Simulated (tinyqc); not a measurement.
Plane-wave Kohn-Sham cycle with exchange-only LDA in a layered model solid, step by step. Computed by tinyqc, a small Python program that keeps every step. Settings: points = 16, plane-wave index or count = 3, electrons = 4, k points = 2, area = 30.0, mixing = 0.1, iteration cap = 75. Command: `OMP_NUM_THREADS=1 python tinyqc.py 21941 21942 out.jsonl` (the two numbers bound the seeds that draw the settings). One thread of a shared host (Intel(R) Xeon(R) Processor @ 2.60GHz), about 0.02 s of CPU time with the checks.

A solid whose potential varies along x alone (atomic units):

| parameter | value |
|---|---|
| period a | 12.600000 |
| cross-section of the cell | 30.000000 |
| electrons per cell | 4 |
| grid points | 16 |
| plane waves -n..n, n | 3 |
| k points | 2 |
| V1 in V1 cos(2 pi x/a) | -0.410000 |
| V2 in V2 cos(4 pi x/a) | -0.280000 |

Stop when sqrt(dV sum R^2) is below 1e-8, dV = a A/N.

Course of the cycle:

| iteration | E (hartree) | norm of the residual |
|---|---|---|
| 1 | -1.27289989 | 2.15e-01 |
| 2 | -1.10533879 | 1.77e-01 |
| 3 | -0.99962810 | 1.24e-01 |
| 4 | -0.96040069 | 8.93e-02 |
| 5 | -0.95067666 | 8.27e-02 |
| 6 | -0.94577228 | 7.62e-02 |
| 7 | -0.94229368 | 6.91e-02 |
| 8 | -0.93962119 | 6.22e-02 |
| 9 | -0.93752798 | 5.57e-02 |
| 10 | -0.93588109 | 4.98e-02 |
| 11 | -0.93458443 | 4.44e-02 |
| ... | ... | ... |
| 65 | -0.92978295 | 8.77e-05 |
| 66 | -0.92978295 | 7.81e-05 |
| 67 | -0.92978295 | 6.96e-05 |
| 68 | -0.92978295 | 6.21e-05 |
| 69 | -0.92978294 | 5.53e-05 |
| 70 | -0.92978294 | 4.93e-05 |
| 71 | -0.92978294 | 4.39e-05 |
| 72 | -0.92978294 | 3.91e-05 |
| 73 | -0.92978294 | 3.49e-05 |
| 74 | -0.92978294 | 3.11e-05 |
| 75 | -0.92978294 | 2.77e-05 |

Can the last value be used, and what does the course show?

Not by the stop rule, although the second column moves by less than 1e-07 over the last three steps. Not converged within 75 iterations: the residual falls steadily but slowly, by a factor of about 0.89 a step. Reruns (cap 100 unless said): mixing 0.5, Kerker q0 1.0: converged in 60 (E = -0.92978); mixing 0.3, Pulay depth 5: converged in 12 (E = -0.92978); the original settings with a cap of 400: converged in 145 (E = -0.92978).
